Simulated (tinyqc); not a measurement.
Electroplating on a thin resistive seed layer: kinetics, Wagner number and the terminal effect across a wafer: one step, computed by the program tinyqc. Command: `OMP_NUM_THREADS=1 python tinyqc.py 3120041 3120042 out.jsonl terminal walk`. One thread of a shared host (Intel(R) Xeon(R) Processor @ 2.30GHz), about 0.02 s of CPU time with the checks.

Current enters the seed at the rim. The bath is treated as a local resistance per area (no lateral flow in the liquid), two electrons per ion, molar volume 7.11 cm^3/mol, Faraday constant F = e N_A, kinematic viscosity 0.01 cm^2/s, omega = 2 pi x rpm/60; k_B T/e is in volts.

Question. Linear estimate of the terminal effect. Linearised: with R_t = kinetic + bath resistance the current density obeys (1/r)(r i')' = i R_s/R_t, so i = A I_0(r/l), l = sqrt(R_t/R_s); with x = R/l, edge/centre = I_0(x) and edge/mean = x I_0(x)/(2 I_1(x)). Voltage drop in the seed for a uniform current: i R_s R^2/4.

Inputs (values chosen for the exercise, of the order of those for copper plating from an acid sulfate bath): wafer radius R = 10 cm; mean current density = 26 mA/cm^2; temperature T = 298 K.

kinetic resistance = 3.292263 ohm cm^2

bath resistance R_b = 192.1569 ohm cm^2

sheet resistance R_s = 8.148148 ohm/square

Give: length l; x = R/l; edge over centre, linear; edge over mean, linear; drop for uniform current.

Answer.

length l = 4.8976 cm

x = R/l = 2.0418

edge over centre, linear = 2.3474

edge over mean, linear = 1.4491

drop for uniform current = 5296.3 mV
